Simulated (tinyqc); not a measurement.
Implant damage, amorphisation by cascade overlap, and solid-phase epitaxial regrowth: one step, computed by the program tinyqc.

Range and width of the damage are inputs. Dynamic annealing enters only through the surviving share f.

Task: Isothermal regrowth. v = v0 x orientation factor x exp(-E_a/(k_B T)) x [1 + (enhancement - 1) exp(-(z - R_d)^2/(2 s_d^2))], T = anneal temperature + 273.15 K; the dopant is taken to follow the damage profile; the lower front moves from the lower edge z2 to the surface, or to the middle (z1 + z2)/2 of a buried layer with upper edge z1; time = int dz/v; the equivalent undoped distance is that time times the undoped velocity.

Inputs (values chosen for the exercise, modelled on silicon ions in germanium):

| quantity | value | unit |
|---|---|---|
| depth of the damage peak R_d | 50 | nm |
| width of the damage profile s_d | 29 | nm |
| regrowth prefactor v0 | 2.7e+16 | nm/s |
| regrowth energy E_a | 2.14 | eV |
| anneal temperature | 369 | C |
| rate relative to (100) | 0.33 | - |
| peak enhancement by the dopant | 11 | - |

lower edge = 129.2485 nm

upper edge = 0 nm

Constants: k_B = 8.617333262e-05 eV/K.

Give: undoped velocity; distance to regrow; time without enhancement; equivalent undoped distance; time with enhancement.

Result:

undoped velocity = 0.1427 nm/s

distance to regrow = 129.2 nm

time without enhancement = 905.5 s

equivalent undoped distance = 31.04 nm

time with enhancement = 217.5 s

The rate doubles for each 12 K or so near this temperature.
